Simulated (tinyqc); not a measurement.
Pressure-driven transition between two phases with analytic equations of state: one step, computed by the program tinyqc.

Each phase obeys E = E0 + (B0 V/B') [(V0/V)^B'/(B' - 1) + 1] - B0 V0/(B' - 1), P = (B0/B') [(V0/V)^B' - 1]; E0 = 0 for phase 1 and Delta E0 for phase 2. H = E + P V.

Question. Shift with temperature. Start from P = Delta E0/(V0 of phase 1 - V0 of phase 2); at each P solve P(V) = P for both phases and step P(new) = P - (H_2 - H_1)/(V_2 - V_1); stop when |H_2 - H_1| < 1e-10 eV. At the zero-temperature transition the volume change is V_2/V_1 - 1 and the work is P (V_1 - V_2). At T the condition is H_2 - H_1 - T Delta S = 0, with Delta S constant and thermal expansion left out; the Clausius-Clapeyron slope is dP/dT = Delta S/(V_2 - V_1) at the zero-temperature point.

Inputs (values chosen for the exercise, for two model phases):

| quantity | value | unit |
|---|---|---|
| volume V0 of phase 1 | 15 | angstrom^3/atom |
| B0 of phase 1 | 81.6 | GPa |
| B' of phase 1 | 4.94 | - |
| volume V0 of phase 2 | 13.7 | angstrom^3/atom |
| B0 of phase 2 | 114 | GPa |
| B' of phase 2 | 3.46 | - |
| energy of phase 2 above phase 1, Delta E0 | 0.079 | eV/atom |
| entropy of phase 2 less phase 1, Delta S | -0.094 | k_B/atom |
| temperature T | 300 | K |

Equation of state: Murnaghan.

V_2 at the transition = 12.52612 angstrom^3

V_1 at the transition = 13.43293 angstrom^3

transition pressure = 11.97164 GPa

Constants: k_B = 8.617333262e-05 eV/K; 1 eV/angstrom^3 = 160.2176634 GPa.

Give: Clapeyron slope; transition pressure at T; linear estimate at T.

Answer.

Clapeyron slope = 1.4312 MPa/K

transition pressure at T = 12.402 GPa

linear estimate at T = 12.401 GPa

The dense phase has the lower entropy, so heating raises the transition pressure. Caution: a constant Delta S holds only at high temperature; it vanishes as T goes to 0, so the shift counted from T = 0 is somewhat too large.
